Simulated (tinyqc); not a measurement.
Hydrogenic impurity: series, fields, screening, photoionisation and donor-acceptor pairs: one step, computed by the program tinyqc.

One isotropic, parabolic band. Effective units: Ry* and a*, in which H = -nabla^2 - 2/r.

Task: Overlap of donors. Wigner-Seitz radius r_s = (3/(4 pi N))^(1/3); Mott criterion N_c^(1/3) a* = 0.26; overlap of two 1s orbitals at distance d: S = exp(-x)(1 + x + x^2/3), x = d/a*, with d = N^(-1/3).

Inputs (values chosen for the exercise, for a model semiconductor): donor density N = 7e+17 cm^-3.

Parts treated: screening and pairs.

a* = 14.15241 angstrom

Give: r_s; Mott density; N over the Mott density; overlap S.

Result:

r_s = 69.87 angstrom

Mott density = 6.201e+18 cm^-3

N over the Mott density = 0.1129

overlap S = 0.01052

The sample is on the insulating side, but close enough for an impurity band.
